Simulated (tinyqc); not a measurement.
Energy and delay of logic against supply voltage: one step of the calculation.

One expression serves below and above threshold: I(Vg) = Ik [ln(1 + exp((Vg - VT + dd V)/(al nf Vt)))]^al, with I_on = I(V) and I_off = I(0). Gate delay td = kd C V/I_on, clock period LD td. Per gate and cycle the switching energy is act C V^2 and the leakage energy I_off V LD td. No short-circuit current, no variation. Minima are sought above 0.09 V; below a few Vt gates no longer switch and the model has no meaning.

Question. New V. Minimum-energy supply: E(V) is the energy per gate and cycle; with h = 0.001 V, E' = (E(V + h) - E(V - h))/(2 h), E'' = (E(V - h) - 2 E(V) + E(V + h))/h^2, V(new) = V - E'/E''.

Values chosen for this exercise; values of the order met in logic technologies:
```
symbol  value  unit                               meaning
T         250     K                           temperature
VT       0.42     V  threshold voltage at zero drain bias
nf       1.15                                slope factor
dd       0.07         barrier lowering per volt of supply
Ik        0.5    uA            specific current of a gate
al       1.78                 exponent of the current law
C         1.6    fF            load capacitance of a gate
kd        1.2                                delay factor
LD         16                                 logic depth
act      0.02                             activity factor
```

Constants: q = 1.602176634e-19 C, kB = 1.380649e-23 J/K, Vt = kB T/q. Results are converted to the units shown.

V after iteration 2 = 0.19677352 V

Find: E'; E''; V after iteration 3.

Answer.

E' = -0.19016 aJ/V
E'' = 427.57 aJ/V^2
V after iteration 3 = 0.19722 V

Computed by the program tinyqc: `OMP_NUM_THREADS=1 python tinyqc.py 2082159 2082160 out.jsonl`, one thread of a shared Intel Xeon 2.30GHz, about 0.01 s for the whole run.
